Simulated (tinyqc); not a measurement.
Tunnelling through a gate dielectric with the two-band (Franz) dispersion, WKB transmission and Tsu-Esaki current: one step of the calculation.

Electrons leave the emitter at x = 0. Energies E (motion across the layers) are in eV from the emitter Fermi level; the collector Fermi level lies at -V and offers states at every E. No charge in the dielectric and no image force: F1 = V/t1, U = phi1 - F1 x. With C = hbar^2/(2 m0), kappa = sqrt(m u (1 - u/Egx)/C), u = U - E where U > E and 0 elsewhere; T(E) = exp(-S), S = 2 times the integral of kappa over x.

Question. WKB exponent in closed form. Each layer adds (2/F) sqrt(m/C) [G(u at its left edge) - G(u at its right edge)] to S, with u = U - E (0 where negative) and G(u) = Egx^1.5 (th - sin(4 th)/4)/4, th = arcsin sqrt(u/Egx). The slope follows from 1/d = -dS/dE.

Inputs (values chosen for the exercise); dielectric values close to those of silicon nitride:

| symbol | value | unit | meaning |
|---|---|---|---|
| phi1 | 2.06 | eV | barrier of layer 1 above the emitter Fermi level at zero bias |
| m1 | 0.5 | m0 | tunnelling mass of layer 1 |
| t1 | 3.4 | nm | thickness of layer 1 |
| Egx | 5.4 | eV | gap parameter of the two-band dispersion, set freely |
| V | 1.6 | V | voltage across the dielectric |
| E | 0 | eV | energy of the electron followed |

Constants: q = 1.602176634e-19 C, hbar = 1.054571817e-34 J s, m0 = 9.1093837015e-31 kg, hbar^2/(2 m0) = 0.0380998212 eV nm^2. Results are converted to the units shown.

Wanted: S; T(E); energy d over which T(E) grows by a factor e.

Answer.

S = 23.475
T(E) = 6.3844e-11
energy d over which T(E) grows by a factor e = 0.13529 eV

The midpoint rule gives S = 23.485, so its T(E) is 1.1 % below this value. The band edge stays above E through the whole stack: direct tunnelling through a trapezoid.

Computed by the program tinyqc: `OMP_NUM_THREADS=1 python tinyqc.py 2540056 2540057 out.jsonl`, one thread of a shared Intel Xeon 2.30GHz, about 0.02 s for the whole run.
